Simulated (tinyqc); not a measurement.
Hot carriers by balance equations with a heated Maxwellian: one step, computed by the program tinyqc. Command: `OMP_NUM_THREADS=1 python tinyqc.py 3004629 3004630 out.jsonl hot walk`. One thread of a shared host (Intel(R) Xeon(R) Processor @ 2.30GHz), about 0.01 s of CPU time with the checks.

The carriers follow a Maxwellian at an electron temperature T_e, slightly displaced; the drift energy is neglected against k_B T_e. The balance averages the rate, not the time, so mu_0 lies below the relaxation-time value.

Task: Equilibrium values. Parabolic band: E = hbar^2 k^2/(2 m), speed v = hbar k/m, states per spin, volume and energy g(E) = m k/(2 pi^2 hbar^2). Masses are multiplied by m_0 and all formulas are in SI units. Phonon occupation N_q = 1/(exp(hbar w/(k_B T)) - 1). Acoustic deformation potential (elastic, equipartition, absorption and emission together): 1/tau = 2 pi k_B T D_A^2 g(E)/(hbar rho v_l^2). Optical or intervalley deformation potential: 1/tau = (pi Z_f D_o^2/(rho w)) [N_q g(E + hbar w) + (N_q + 1) g(E - hbar w)], with g = 0 below the band edge. Averages over the Maxwellian, <y> = int y x^(1/2) exp(-x) dx / int x^(1/2) exp(-x) dx with x = E/(k_B T_e), split at x_0 = hbar w/(k_B T_e): 64 Gauss-Legendre points in sqrt(x) below it and 128 in sqrt(x - x_0) above it, up to x = 32. Momentum balance: mu(T_e) = e/(m nu), nu = <x (sum of rates)>/<x>. Power lost per carrier: P(T_e) = hbar w <emission rate - absorption rate> + <(2 m v_l^2/(k_B T)) (E - 2 k_B T) acoustic rate>. Energy relaxation time at weak heating: tau_E = (3/2) k_B / (dP/dT_e), the derivative by a central difference of +/- 0.5 K at T_e = T.

Inputs (values chosen for the exercise, modelled on electrons in diamond):

| quantity | value | unit |
|---|---|---|
| effective mass m | 0.486 | m_0 |
| density rho | 3515 | kg/m^3 |
| sound velocity v_l | 18600 | m/s |
| acoustic deformation potential D_A | 8.9 | eV |
| phonon energy hbar w | 146 | meV |
| optical or intervalley deformation potential D_o | 7.5 | 1e8 eV/cm |
| final valleys Z_f | 5 | - |
| lattice temperature T | 300 | K |

Band: parabolic. Solver: damped fixed point.

Constants: k_B = 8.617333262e-05 eV/K; k_B = 1.380649e-23 J/K; e = 1.602176634e-19 C; hbar = 1.054571817e-34 J s; m_0 = 9.1093837015e-31 kg; hbar = 6.582119569e-16 eV s.

Give: low-field mobility mu_0; energy relaxation time tau_E.

Result:

low-field mobility mu_0 = 3993 cm^2/(V s)

energy relaxation time tau_E = 1.372 ps

Energy and momentum relax at comparable rates here.
